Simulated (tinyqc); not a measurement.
# Thermoelectric coefficients with energy filtering, Landauer integrals, step by step

Numbers from tinyqc (`OMP_NUM_THREADS=1 python tinyqc.py 2800118 2800119 out.jsonl`; about 0.03 s on one thread of a shared Intel Xeon 2.30GHz). Printed values are rounded.

Bulk parabolic band, x = (E - Ec)/kB T, C = hbar^2/(2 m0), kB T in eV. Modes per area gv m kB T x/(4 pi C) times the back-scattering length l0 x^rr give the transport function s0 X(x), s0 = (2 q^2/h) gv m kB T l0/(4 pi C), X = x^(1 + rr), multiplied by tb for x < xb. I_k = int X (x - eta)^k w dx, w = 1/(4 cosh^2((x - eta)/2)).

Inputs (values chosen for the exercise): temperature T = 400 K; mass of one valley m = 0.19 m0; valleys gv = 6; back-scattering length at x = 1 l0 = 0.69 nm; energy exponent of that length rr = 1; lattice thermal conductivity kL = 4.6 W/(m K); reduced Fermi level (EF - Ec)/kB T eta = 5.8; barrier height over kB T, above Ec xb = 7.6; share of the transport function left below the barrier tb = 0.05; lower end of the grid xa = 0; upper end of the grid xe = 16; points of the grid nE = 13.

Constants: q = 1.602176634e-19 C, kB = 1.380649e-23 J/K, hbar = 1.054571817e-34 J s, h = 6.62607015e-34 J s, m0 = 9.1093837015e-31 kg, Vt = kB T/q, hbar^2/(2 m0) = 0.0380998212 eV nm^2. Results are converted to the units shown.

Range of the model: Parabolic bands, elastic scattering and a fixed kL make these model figures, not those of a material.

## The three integrals on a coarse grid

Simpson's rule on nE equally spaced points from xa to xe.

```
point,x,X,w,X w
0,0.0000,0,0.00300931,0
1,1.3333,0.0888889,0.0112262,9.97883e-4
2,2.6667,0.355556,0.0400097,0.0142257
3,4.0000,0.8,0.121729,0.0973835
4,5.3333,1.42222,0.236868,0.336879
5,6.6667,2.22222,0.208363,0.463029
6,8.0000,64,0.0898003,5.74722
7,9.3333,87.1111,0.0275732,2.40193
8,10.6667,113.778,0.00758179,0.862639
9,12.0000,144,0.00202122,0.291055
10,13.3333,177.778,5.34380e-4,0.0950009
11,14.6667,215.111,1.40972e-4,0.0303247
12,16.0000,256,3.71676e-5,0.00951489
```

I_0, I_1, I_2 on this grid: [12.1157, 34.6383, 126.961]

Converged values are 12.141, 34.349 and 126.42; the grid is 0.21 % below the first and 0.43 % above the last.

## Coefficients of the electrons

converged I_0, I_1, I_2: [12.1408, 34.3487, 126.416]

sigma = s0 I_0, S = -(kB/q) I_1/I_0, Lorenz number L = (kB/q)^2 [I_2/I_0 - (I_1/I_0)^2], kappa_e = L sigma T.

s0 = 43.8782 S/cm
sigma = 532.716 S/cm
S = -243.801 uV/K
L = 1.78822 x 1e-8 V^2/K^2
kappa_e = 0.381047 W/(m K)

L is 27 % below the Sommerfeld value (pi^2/3)(kB/q)^2 = 2.443e-8 V^2/K^2.

## Power factor and figure of merit

Power factor S^2 sigma, ZT = S^2 sigma T/(kappa_e + kL).

power factor = 3.16642 mW/(m K^2)
ZT = 0.254277
electronic share of kappa = 7.64993 %
